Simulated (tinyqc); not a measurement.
What each parameter does: thresholds of impact ionisation and Auger recombination from band masses.

Parabolic bands, no phonon. At threshold the three slow carriers share one velocity. With M their total mass and m4 the mass of the fast carrier, the fast carrier has the kinetic energy E_T = G M/(M - m4) and the slow ones together E_a = G m4/(M - m4), the activation energy of the Auger rate. CCCH (fast electron): G = Eg, M = 2 me + mh, m4 = me. CHHS (hole into the split-off band): G = Eg - Dso, M = 2 mh + me, m4 = ms; this form holds for Eg > Dso (below, the process needs about Dso - Eg and is marked by a dash). CHHL (hole into the light band): G = Eg, M = 2 mh + me, m4 = ml. CHHH (fast heavy hole): G = Eg, M = 2 mh + me, m4 = mh.

Non-parabolic fast electron: E (1 + alpha E) = c k^2/me with alpha = (1 - me)^2/Eg; the slow carriers stay parabolic, so E_T = Eg + me E_T (1 + alpha E_T)/M, M = 2 me + mh (the root between Eg and 1.9 Eg).

Constants: kB = 8.617333262e-05 eV/K.

Parameters, chosen for this exercise (near those of GaSb, gap at low temperature and not tied to T; not measured data): Eg = 0.792 eV (gap at Gamma to the s-like level); Dso = 0.756 eV (spin-orbit splitting); me = 0.0382 m0 (electron mass at Gamma); mh = 0.33 m0 (heavy-hole mass); ms = 0.128 m0 (split-off mass); ml = 0.0439 m0 (light-hole mass); T = 300 K (temperature).

Activation energies.

One parameter was then changed.

Results before and after:

| case | CCCH (meV) | CCCH non-parabolic (meV) | CHHL (meV) |
|---|---|---|---|
| base | 82.17 | 201.86 | 53.14 |
| changed | 89.42 | 224.64 | 52.83 |

Which of these changes was made? (a) Dso = 0.8316 eV; (b) Eg = 0.7128 eV; (c) mh = 0.297 m0; (d) ms = 0.1152 m0; (e) me = 0.042 m0; (f) ml = 0.0395 m0.

Answer: (e) me = 0.042 m0. Of the candidates, run in turn, only this one gives the changed row.

All candidates:

| case | CCCH (meV) | CCCH non-parabolic (meV) | CHHL (meV) |
|---|---|---|---|
| base | 82.17 | 201.86 | 53.14 |
| Eg = 0.7128 eV | 73.95 | 181.68 | 47.83 |
| Dso = 0.8316 eV | 82.17 | 201.86 | 53.14 |
| me = 0.042 m0 | 89.42 | 224.64 | 52.83 |
| mh = 0.297 m0 | 90.26 | 229.02 | 59.10 |
| ms = 0.1152 m0 | 82.17 | 201.86 | 53.14 |
| ml = 0.0395 m0 | 82.17 | 201.86 | 47.49 |

Run: tinyqc, `OMP_NUM_THREADS=1 python tinyqc.py 1880809 1880810 out.jsonl`; Intel(R) Xeon(R) Processor @ 2.30GHz, one thread, shared host; about 0.01 s of CPU time with all checks.
